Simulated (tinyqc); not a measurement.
Pinning factor and decay constant from two barriers.

Inverse problem. phiB = S (phiM - chi) + (1 - S)(Eg - E0) with S = 1/(1 + (1/S0 - 1) exp(-be ti)). Find S0, S at the given thickness and be.

Parameters, values chosen for the exercise; semiconductor values close to those of germanium; interlayer mass of the order of that in hafnium oxide, offset chosen freely: band gap Eg = 0.641 eV; electron affinity chi = 4.01 eV; charge-neutrality level above the valence band E0 = 0.09 eV; metal work function phiM = 4.12 eV.

phiB at ti = 0, 0.2 nm (eV): [0.52939100, 0.51383687]

Answer. Each barrier gives its S by linear interpolation between the pinned and the unpinned value; the ratio of the two values of 1/S - 1 is exp(be ti).

S0 = 0.04900
S = 0.08427
be = 2.900 1/nm

Program tinyqc, `OMP_NUM_THREADS=1 python tinyqc.py 2270092 2270093 out.jsonl`; Intel Xeon 2.30GHz, shared host, one thread, about 0.03 s.
